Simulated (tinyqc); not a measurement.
Single-photon avalanche diode, trigger probability and counting: two steps of the calculation.

A multiplication layer of width W with the uniform field V/W; alpha = an exp(-bn/E) for electrons, beta = ap exp(-bp/E) for holes (local model, no dead space). a = alpha W, b = beta W. Electrons enter at x = 0, holes at x = W. P0 is the probability that an electron entering at 0 starts a lasting avalanche, PW the same for a hole entering at W.

Values chosen for this exercise; ionisation coefficients close to those of indium phosphide: excess bias Vx = 15 V; probability that a photon makes a pair that enters the layer eta = 0.23; thermal generation rate in the layer Gd = 1900 1/s; dead time td = 20 ns; diode capacitance Cd = 34 fF; quench resistance Rq = 100 kohm; trapping probability per avalanche carrier pa = 6.6e-8; trap release time tt = 6.6 ns; photon rate nph = 6.3e5 1/s.

Constants: q = 1.602176634e-19 C. Results are converted to the units shown.

Task 1. Trigger probability by substitution. PW = P0 exp(b - a)/(1 - P0 + P0 exp(b - a)); P0(new) = 1 - (1 - PW)^(a/b).

P0 at the start = 0.3
a = 2.3392151
b = 4.2738492

Find: PW; P0 after iteration 1.

Result 1.

PW = 0.74788
P0 after iteration 1 = 0.52959

Task 2. Detection, dark counts, afterpulses and dead-time loss. Pm is the mean trigger probability of pairs made evenly in the layer. PDP = eta P0; dark counts Gd Pm; avalanche charge Cd Vx/q; afterpulse probability pa (Cd Vx/q) exp(-td/tt) Pm; true rate n = nph PDP + dark counts; measured n/(1 + n td) (non-paralysable) or n exp(-n td) (paralysable); recharge time Rq Cd.

P0 = 0.89155176
Pm = 0.94966994

Give: PDP; dark counts; avalanche charge; afterpulse probability; true rate; measured, non-paralysable; measured, paralysable; recharge time.

Result 2.

PDP = 0.20506
dark counts = 1804.4 1/s
avalanche charge = 3.1832e6 electrons
afterpulse probability = 0.96368 %
true rate = 1.3099e5 1/s
measured, non-paralysable = 1.3065e5 1/s
measured, paralysable = 1.3065e5 1/s
recharge time = 3.4000 ns

Dead time hides 0.26 % of the events in the first model and 0.26 % in the second.

tinyqc, about 0.01 s, one thread, Intel Xeon 2.30GHz (shared host): `OMP_NUM_THREADS=1 python tinyqc.py 2630040 2630041 out.jsonl`
